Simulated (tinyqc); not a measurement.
Inside a calculation. Model: electron continuity equation in a given potential, Scharfetter-Gummel discretisation.

tinyqc, about 0.01 s, one thread, Intel Xeon 2.30GHz (shared host): `OMP_NUM_THREADS=1 python tinyqc.py 2220113 2220114 out.jsonl` Printed values are rounded.

Steady state in one dimension: J = q mu n E + q D dn/dx with E = -dpsi/dx and D = mu Vt, dJ/dx = q (n/tau - G), fixed densities nL and nR at the ends. The potential is given, psi = U x/L, and is not changed by the electrons.

Inputs (values chosen for the exercise); mobility close to that of silicon at room temperature:
```
symbol,value,unit,meaning
T,250,K,temperature
mu,1360,cm^2/(V s),electron mobility
L,7.2,um,length of the region
nL,1.3e14,cm^-3,density at x = 0
nR,2e15,cm^-3,density at x = L
tau,6.5e-9,s,lifetime
G,0,cm^-3 s^-1,uniform generation rate
U,0.61,V,potential difference psi(L) - psi(0)
```

Constants: q = 1.602176634e-19 C, kB = 1.380649e-23 J/K, Vt = kB T/q. Results are converted to the units shown.

## Potential on the mesh

9 equal intervals, h = L/9; psi = U x/L.

psi, node 0 to 9 (V): 0.0000000  0.0677778  0.1355556  0.2033333  0.2711111  0.3388889  0.4066667  0.4744444  0.5422222  0.6100000

## Bernoulli factors

d_i = (psi_(i+1) - psi_i)/Vt; B(d) = d/(exp(d) - 1), B(0) = 1. The flux on interval i is J_i = (q D/h) [n_(i+1) B(d_i) - n_i B(-d_i)].

```
interval	d_i	B(d_i)	B(-d_i)
0	3.146114	0.1414266	3.287540
1	3.146114	0.1414266	3.287540
2	3.146114	0.1414266	3.287540
3	3.146114	0.1414266	3.287540
4	3.146114	0.1414266	3.287540
5	3.146114	0.1414266	3.287540
6	3.146114	0.1414266	3.287540
7	3.146114	0.1414266	3.287540
8	3.146114	0.1414266	3.287540
```

The largest |d_i| is 3.15, above 2, where central differences lose the sign pattern that keeps densities positive.

## Tridiagonal system for the inner nodes

Row i (1 to 8): B(-d_(i-1)) n_(i-1) + b_i n_i + B(d_i) n_(i+1) = f_i with b_i = -B(-d_i) - B(d_(i-1)) - h^2/(D tau) and f_i = -G h^2/D; the known end values are moved to the right: f_1 loses B(-d_0) nL and f_8 loses B(d_8) nR. h = L/9, D = mu Vt.

```
node	diagonal b	right side f (cm^-3)
1	-3.462573	-4.273803e14
2	-3.462573	0
3	-3.462573	0
4	-3.462573	0
5	-3.462573	0
6	-3.462573	0
7	-3.462573	0
8	-3.462573	-2.828533e14
```

## Densities and current

B(d) = d/(exp(d) - 1) with d_i = (psi_(i+1) - psi_i)/Vt; b and f are the diagonal and right side of the balance equations. Solve B(-d_(i-1)) n_(i-1) + b_i n_i + B(d_i) n_(i+1) = f_i (end values already in f), then J_i = (q D/h) [n_(i+1) B(d_i) - n_i B(-d_i)], h = L/9, D = mu Vt.

n, node 0 to 9 (cm^-3): 1.3e14  1.286267e14  1.272679e14  1.259235e14  1.245935e14  1.232832e14  1.221199e14  1.240957e14  1.995114e14  2e15
J, interval 0 to 8 (A/cm^2): -24.01022  -23.75658  -23.50562  -23.25731  -23.01162  -22.76852  -22.52771  -22.28301  -21.88959

Against a mesh 200 times finer the densities are off by at most 0.018 % of their local values.

## Three discretisations compared

9 equal intervals. Fluxes J_i = (q D/h)(n_(i+1) P_i - n_i Q_i), d_i = (psi_(i+1) - psi_i)/Vt: Scharfetter-Gummel P = B(d), Q = B(-d), B(d) = d/(exp(d) - 1); central P = 1 - d/2, Q = 1 + d/2; upwind P = 1 + max(-d, 0), Q = 1 + max(d, 0). Balance at each inner node: J_i - J_(i-1) = q h (n_i/tau - G). The reference is Scharfetter-Gummel on 1800 intervals.

Densities (cm^-3):
```
node	Scharfetter-Gummel	central	upwind	reference
0	1.300e14	1.300e14	1.300e14	1.300e14
1	1.286e14	1.286e14	1.286e14	1.286e14
2	1.273e14	1.272e14	1.274e14	1.273e14
3	1.259e14	1.261e14	1.263e14	1.259e14
4	1.246e14	1.236e14	1.261e14	1.246e14
5	1.233e14	1.277e14	1.294e14	1.233e14
6	1.221e14	1.018e14	1.476e14	1.221e14
7	1.241e14	2.120e14	2.279e14	1.241e14
8	1.995e14	-2.953e14	5.685e14	1.995e14
9	2.000e15	2.000e15	2.000e15	2.000e15
```

Largest errors as a share of the largest reference density listed: Scharfetter-Gummel 0.0013 %, central 25 %, upwind 18 %. The largest |d| is 3.15. Central differences give 1 negative value(s), since P or Q changes sign once |d| exceeds 2. Upwinding stays positive but acts as if D were larger by the factor 1 + |d|/2, up to 2.57 here.
